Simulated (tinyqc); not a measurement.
Inside a calculation. Method: empirical pseudopotential in a few plane waves. Computed by tinyqc, a small Python program that keeps every step. Settings: plane-wave index or count = 15. Command: `OMP_NUM_THREADS=1 python tinyqc.py 29808 29809 out.jsonl` (the two numbers bound the seeds that draw the settings). One thread of a shared host (Intel(R) Xeon(R) Processor @ 2.60GHz), about 0.2 s of CPU time with the checks.

## Bloch Hamiltonian at k

Parameters chosen for this model: fcc lattice, atoms at +/- a/8 (1,1,1); form factors in rydberg at |G|^2 in units of (2 pi/a)^2:
```
parameter                 value      unit
a                      6.000000  angstrom
VS(3)                 -0.246000        Ry
VS(8)                  0.023000        Ry
VS(11)                 0.050000        Ry
VA(3)                  0.069000        Ry
VA(4)                  0.070000        Ry
VA(11)                 0.000000        Ry
hbar^2/2m (2 pi/a)^2   4.178113        eV
```

k point k (2 pi / a): [0.220000, -0.560000, -0.170000]

Basis: the 15 shortest G (labels in 2 pi/a), the same at every k. H(G,G') = c |k + G|^2 delta + VS(|G-G'|^2) cos((G-G').tau) + i VA sin((G-G').tau), tau = a/8 (1,1,1); 1 Ry = 13.605693 eV.

H(k) at k (eV):
```
                     +0+0+0               -1-1-1               -1-1+1               -1+1-1
+0+0+0             1.633224   2.366687+0.663827i  -2.366687+0.663827i  -2.366687+0.663827i
-1-1-1   2.366687-0.663827i            18.429238   0.000000-0.952399i   0.000000-0.952399i
-1-1+1  -2.366687-0.663827i   0.000000+0.952399i            15.588121             0.312931
-1+1-1  -2.366687-0.663827i   0.000000+0.952399i             0.312931             9.070265
-1+1+1  -2.366687+0.663827i            -0.312931   0.000000+0.952399i   0.000000+0.952399i
+1-1-1  -2.366687-0.663827i   0.000000+0.952399i             0.312931             0.312931
+1-1+1  -2.366687+0.663827i            -0.312931   0.000000+0.952399i             0.000000
+1+1-1  -2.366687+0.663827i            -0.312931             0.000000   0.000000+0.952399i
+1+1+1   2.366687+0.663827i             0.000000            -0.312931            -0.312931
-2+0+0   0.000000-0.952399i  -2.366687+0.663827i  -2.366687-0.663827i  -2.366687-0.663827i
+0-2+0   0.000000-0.952399i  -2.366687+0.663827i  -2.366687-0.663827i             0.481034
+0+0-2   0.000000-0.952399i  -2.366687+0.663827i             0.481034  -2.366687-0.663827i
+0+0+2   0.000000+0.952399i            -0.481034   2.366687+0.663827i            -0.481034
+0+2+0   0.000000+0.952399i            -0.481034            -0.481034   2.366687+0.663827i
+2+0+0   0.000000+0.952399i            -0.481034            -0.481034            -0.481034

                     -1+1+1               +1-1-1               +1-1+1               +1+1-1
+0+0+0  -2.366687-0.663827i  -2.366687+0.663827i  -2.366687-0.663827i  -2.366687-0.663827i
-1-1-1            -0.312931   0.000000-0.952399i            -0.312931            -0.312931
-1-1+1   0.000000-0.952399i             0.312931   0.000000-0.952399i             0.000000
-1+1-1   0.000000-0.952399i             0.312931             0.000000   0.000000-0.952399i
-1+1+1             6.229148             0.000000             0.312931             0.312931
+1-1-1             0.000000            22.105977   0.000000-0.952399i   0.000000-0.952399i
+1-1+1             0.312931   0.000000+0.952399i            19.264860             0.312931
+1+1-1             0.312931   0.000000+0.952399i             0.312931            12.747004
+1+1+1   0.000000+0.952399i            -0.312931   0.000000+0.952399i   0.000000+0.952399i
-2+0+0   2.366687-0.663827i             0.481034            -0.481034            -0.481034
+0-2+0            -0.481034  -2.366687-0.663827i   2.366687-0.663827i            -0.481034
+0+0-2            -0.481034  -2.366687-0.663827i            -0.481034   2.366687-0.663827i
+0+0+2  -2.366687+0.663827i            -0.481034  -2.366687+0.663827i             0.481034
+0+2+0  -2.366687+0.663827i            -0.481034             0.481034  -2.366687+0.663827i
+2+0+0             0.481034   2.366687+0.663827i  -2.366687+0.663827i  -2.366687+0.663827i

                     +1+1+1               -2+0+0               +0-2+0               +0+0-2
+0+0+0   2.366687-0.663827i   0.000000+0.952399i   0.000000+0.952399i   0.000000+0.952399i
-1-1-1             0.000000  -2.366687-0.663827i  -2.366687-0.663827i  -2.366687-0.663827i
-1-1+1            -0.312931  -2.366687+0.663827i  -2.366687+0.663827i             0.481034
-1+1-1            -0.312931  -2.366687+0.663827i             0.481034  -2.366687+0.663827i
-1+1+1   0.000000-0.952399i   2.366687+0.663827i            -0.481034            -0.481034
+1-1-1            -0.312931             0.481034  -2.366687+0.663827i  -2.366687+0.663827i
+1-1+1   0.000000-0.952399i            -0.481034   2.366687+0.663827i            -0.481034
+1+1-1   0.000000-0.952399i            -0.481034            -0.481034   2.366687+0.663827i
+1+1+1             9.905888            -0.481034            -0.481034            -0.481034
-2+0+0            -0.481034            14.668936             0.312931             0.312931
+0-2+0            -0.481034             0.312931            27.704648             0.312931
+0+0-2            -0.481034             0.312931             0.312931            21.186792
+0+0+2  -2.366687-0.663827i            -0.312931            -0.312931             0.000000
+0+2+0  -2.366687-0.663827i            -0.312931             0.000000            -0.312931
+2+0+0  -2.366687-0.663827i             0.000000            -0.312931            -0.312931

                     +0+0+2               +0+2+0               +2+0+0
+0+0+0   0.000000-0.952399i   0.000000-0.952399i   0.000000-0.952399i
-1-1-1            -0.481034            -0.481034            -0.481034
-1-1+1   2.366687-0.663827i            -0.481034            -0.481034
-1+1-1            -0.481034   2.366687-0.663827i            -0.481034
-1+1+1  -2.366687-0.663827i  -2.366687-0.663827i             0.481034
+1-1-1            -0.481034            -0.481034   2.366687-0.663827i
+1-1+1  -2.366687-0.663827i             0.481034  -2.366687-0.663827i
+1+1-1             0.481034  -2.366687-0.663827i  -2.366687-0.663827i
+1+1+1  -2.366687+0.663827i  -2.366687+0.663827i  -2.366687+0.663827i
-2+0+0            -0.312931            -0.312931             0.000000
+0-2+0            -0.312931             0.000000            -0.312931
+0+0-2             0.000000            -0.312931            -0.312931
+0+0+2            15.504559             0.312931             0.312931
+0+2+0             0.312931             8.986703             0.312931
+2+0+0             0.312931             0.312931            22.022415
```

## Levels at k

Diagonalise the Hermitian matrix.

eigenvalues (eV): [-3.123044, 4.087183, 6.674752, 7.013427, 11.482462, 12.834349, 13.965795, 14.580979, 17.222524, 18.179095, 19.673904, 22.343596, 24.106247, 25.514362, 30.492147]

## Bands along a path

The same steps at evenly spaced points between the labelled ones.

Bands along the path (eV), lowest eight:
```
k            band 1    band 2    band 3    band 4     band 5     band 6     band 7     band 8
L         -2.617789  3.055405  7.453318  7.453318  10.510786  13.405376  13.405376  17.076015
L-G 0.33  -3.269691  4.059290  7.414804  7.414804  10.543561  13.345125  13.345125  15.557902
L-G 0.67  -3.865678  6.015677  7.642534  7.642534  10.571493  13.111283  13.111283  13.144592
G         -4.090354  7.808326  7.808326  7.808326   9.396679  12.719484  12.719484  12.719484
G-X 0.33  -3.790047  5.938912  7.324906  7.324906  11.360598  11.899475  13.827636  13.827636
G-X 0.67  -2.985226  3.956739  6.701840  6.701840  10.948539  11.597285  16.283774  16.295887
X         -2.113169  2.884250  6.644331  6.644331  10.530039  11.340958  19.436274  19.436274
```

With 4 band(s) filled, the highest filled level on these points lies at G and the lowest empty one at G: a gap of 1.5884 eV, direct. This holds for the small fixed basis; with all plane waves up to |k + G|^2 = 21 (2 pi/a)^2 the gap along the path is 2.04 eV.

## Convergence with the number of plane waves

Levels at G counted from the fourth one.

Levels (eV):
```
plane waves     level 1   level 5   level 8
9            -14.512255  1.609244  1.904797
15           -11.898680  1.588353  4.911158
27           -11.033554  1.988287  4.917075
51           -10.761829  1.994247  5.097409
59           -10.745447  2.043312  4.901684
65           -10.748967  2.041628  4.880621
89           -10.738576  2.041578  4.886080
```
